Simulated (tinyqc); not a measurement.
Inside a calculation: tunnelling through a thin dielectric with one trap, as a tight-binding chain. Values are carried at full precision from step to step, so a last printed digit may differ when a step is redone from the rounded ones.

Hopping -t everywhere, t = c/(m a^2), c = hbar^2/2m0; lead sites at 2t (band bottom 0), barrier sites 1 to N at 2t + phi, and site j has U besides. No voltage. Leads give S = -t exp(ika) on sites 1 and N, cos(ka) = 1 - E/(2t). T = (2 t sin(ka))^2 |G_1N|^2, G = (E - H - S)^-1. In the barrier cosh(q a) = 1 + (phi - E)/(2t).

Constants: hbar^2/2m0 = 3.80998211 eV angstrom^2; hbar = 6.58211957e-16 eV s.

Values chosen for the exercise (barrier and mass of the size used for HfO2 on silicon; not measured data):
- a = 3 angstrom (site spacing)
- m = 0.22 m0 (mass, the same in leads and barrier)
- phi = 1.54 eV (conduction edge of the barrier above that of the leads)
- U = -3.08 eV (extra energy on the trap site)
- E = 0.53 eV (electron energy)
- N = 10 (barrier sites)
- j = 4 (site of the trap)

## Scales

Form t, ka, q a, and the level of the trap in an endless barrier, Eb = phi + 2t - sqrt(4 t^2 + U^2).

t = 1.9242 eV
ka = 0.53104 rad
q a = 0.70951
Eb = 0.4593 eV

## The matrix E - H - S

Fill it in.

E - H - S (eV):
```
                  1        2        3        4        5        6
1   -3.1992+0.9745i   1.9242   0.0000   0.0000   0.0000   0.0000
2            1.9242  -4.8585   1.9242   0.0000   0.0000   0.0000
3            0.0000   1.9242  -4.8585   1.9242   0.0000   0.0000
4            0.0000   0.0000   1.9242  -1.7785   1.9242   0.0000
5            0.0000   0.0000   0.0000   1.9242  -4.8585   1.9242
6            0.0000   0.0000   0.0000   0.0000   1.9242  -4.8585
7            0.0000   0.0000   0.0000   0.0000   0.0000   1.9242
8            0.0000   0.0000   0.0000   0.0000   0.0000   0.0000
9            0.0000   0.0000   0.0000   0.0000   0.0000   0.0000
10           0.0000   0.0000   0.0000   0.0000   0.0000   0.0000

          7        8        9               10
1    0.0000   0.0000   0.0000           0.0000
2    0.0000   0.0000   0.0000           0.0000
3    0.0000   0.0000   0.0000           0.0000
4    0.0000   0.0000   0.0000           0.0000
5    0.0000   0.0000   0.0000           0.0000
6    1.9242   0.0000   0.0000           0.0000
7   -4.8585   1.9242   0.0000           0.0000
8    1.9242  -4.8585   1.9242           0.0000
9    0.0000   1.9242  -4.8585           1.9242
10   0.0000   0.0000   1.9242  -3.1992+0.9745i
```

## Transmission

Invert the matrix; T = (2 t sin(ka))^2 |G_1N|^2.

first row of G (1/eV): -0.2319-0.05585i  0.1058+0.02459i  0.4991+0.1179i  1.154+0.2732i  0.5678+0.1345i  0.2793+0.06655i  0.1374+0.03348i  0.06756+0.01798i  0.03320+0.01193i  0.01627+0.01213i

T = 0.001565

Without the trap T is 2.62e-06: the trap changes it by a factor 598 at this energy.

## The resonance

Resonance: the lowest eigenvalue of H + S(E), iterated until its real part equals E (40 rounds from Eb = phi + 2t - sqrt(4t^2 + U^2), the level in an endless barrier). With v the normalised squared amplitudes of that state, Gamma_L = 2 t sin(ka) v_1, Gamma_R = 2 t sin(ka) v_N; Breit-Wigner T = Gamma_L Gamma_R/((E - Er)^2 + (Gamma_L + Gamma_R)^2/4).

Find Er, the two widths, the peak height 4 Gamma_L Gamma_R/(Gamma_L + Gamma_R)^2 and the escape time hbar/(Gamma_L + Gamma_R).

Er = 0.4553 eV

widths (meV): left 21.26, right 0.2607

peak height = 0.04787
escape time = 30.6 fs

squared amplitudes: 0.0117  0.0357  0.1451  0.6214  0.1431  0.0330  0.0076  0.0018  0.0004  0.0001

The nearby leads move the level 4.0 meV below its value in an endless barrier. The trap is closer to the left lead, which takes 98.8 % of the escapes.

## Checks

- T at Er from the chain against the Breit-Wigner peak: 0.0478 against 0.0479.
- T without trap against the closed form for a lattice barrier: both 2.615e-06.

Run: tinyqc, `OMP_NUM_THREADS=1 python tinyqc.py 1452648 1452649 out.jsonl`; Intel(R) Xeon(R) Processor @ 2.30GHz, one thread, shared host; about 0.1 s of CPU time with all checks.
